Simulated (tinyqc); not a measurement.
Deformation-potential model of the L valleys of a conduction band: one step. Effective density of states. Two cases, with inputs chosen for the exercise.

Problem. Each of the 4 whole valleys has m_d = (ml mt^2)^(1/3) and N = 2 (m_d kT/(4 pi c))^(3/2), c = hbar^2/2m0. Counted from the lowest edge, Nc = N x sum_i exp(-(dE_i - dE_min)/kT). 1 angstrom^-3 = 1e24 cm^-3.

Constants: kB = 8.617333262e-05 eV/K; hbar^2/2m0 = 3.80998211 eV angstrom^2.

Case 1.

Values chosen (out of a larger set: near those of Ge; not measured data): ml = 1.611 m0 (longitudinal mass); mt = 0.081 m0 (transverse mass); T = 300 K (temperature).

shifts dE (meV): [111] 4.1774, [1-1-1] 4.1774, [-11-1] 4.1774, [-1-11] 4.1774

Case 2.

Values chosen (out of a larger set: near those of Ge; not measured data): ml = 1.632 m0 (longitudinal mass); mt = 0.08 m0 (transverse mass); T = 300 K (temperature).

shifts dE (meV): [111] -65.5441, [1-1-1] 75.4635, [-11-1] 75.4635, [-1-11] -65.5441

Give: m_d; N of one valley; Nc under stress; Nc without stress.

Solution.

Case 1.

m_d = 0.2195 m0
N of one valley = 2.580e+18 cm^-3
Nc under stress = 1.032e+19 cm^-3
Nc without stress = 1.032e+19 cm^-3

Case 2.

m_d = 0.2186 m0
N of one valley = 2.565e+18 cm^-3
Nc under stress = 5.151e+18 cm^-3
Nc without stress = 1.026e+19 cm^-3

Computed by tinyqc, one run a case: `OMP_NUM_THREADS=1 python tinyqc.py N N+1 out.jsonl` with N = 1080869, 1081043; one thread of a shared Intel(R) Xeon(R) Processor @ 2.30GHz, about 0.02 s a run at most.
